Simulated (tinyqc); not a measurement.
# Signal and retention of a DRAM cell: effect of the cell capacitance

A stored one starts at Vd and leaks: Cs dV/dt = -I(V), I = a sqrt((V + Vb)/(Vd + Vb)) + b, with a = Ig exp[-(Eg1 q/kB)(1/T - 1/T0)] (generation in a depletion layer) and b = Is exp[-(Es q/kB)(1/T - 1/T0)]. The bit line is precharged to Vd/2, and charge sharing gives the signal (V - Vd/2) Cs/(Cs + Cb).

The cell fails below Vc = Vd/2 + dm (Cs + Cb)/Cs. With s = sqrt((Vc + Vb)/(Vd + Vb)), the time from Vd to Vc is t = [2 Cs (Vd + Vb)/a] [1 - s - (b/a) ln((a + b)/(a s + b))]. This time is the median of a log-normal spread: failing cells = Nc erfc(z/sqrt 2)/2, z = ln(t/tr)/sg.

Parameters, values chosen for the exercise: array voltage Vd = 1.3 V; bit-line capacitance Cb = 70 fF; smallest signal that the sense amplifier resolves dm = 59 mV; built-in plus back-bias voltage of the storage junction Vb = 1.61 V; junction leakage at V = Vd and T0 Ig = 0.62 fA; voltage-independent leakage at T0 Is = 1.3 fA; activation energy of Is Es = 0.38 eV; reference temperature T0 = 358 K; temperature T = 378 K; deviation of ln(retention time) over the cells sg = 0.51; cells Nc = 1.07e9; refresh interval tr = 64 ms; activation energy of Ig Eg1 = 0.54 eV.

Constants: q = 1.602176634e-19 C, kB = 1.380649e-23 J/K. Results are converted to the units shown.

Results:
```
Cs (fF)	Vc (V)	retention time (s)	failing cells
8	1.2252	0.14766	5.4113e7
12	1.0532	0.73570	900.64
20	0.91550	1.9193	0.013847
24	0.88108	2.5124	3.3106e-4
28	0.85650	3.1058	1.4431e-5
32	0.83806	3.6995	9.5787e-7
```

Estimate the missing row, Cs = 16 fF.

Computed row:
```
Cs (fF)	Vc (V)	retention time (s)	failing cells
16	0.96713	1.3269	1.4838
```

With this row back in the table: The retention time rises from 0.148 to 3.70 s, as Cs^(3.96) between the first two rows and Cs^(1.31) between the last two: faster than Cs, because the margin Vd - Vc grows too. It vanishes at Cs = 6.99 fF, where even a fresh one gives only dm.

Range of the model: Real arrays also hold a tail of unusually leaky cells and cells whose retention varies in time, which this model lacks.

tinyqc, about 0.01 s, one thread, Intel Xeon 2.30GHz (shared host): `OMP_NUM_THREADS=1 python tinyqc.py 2130133 2130134 out.jsonl`
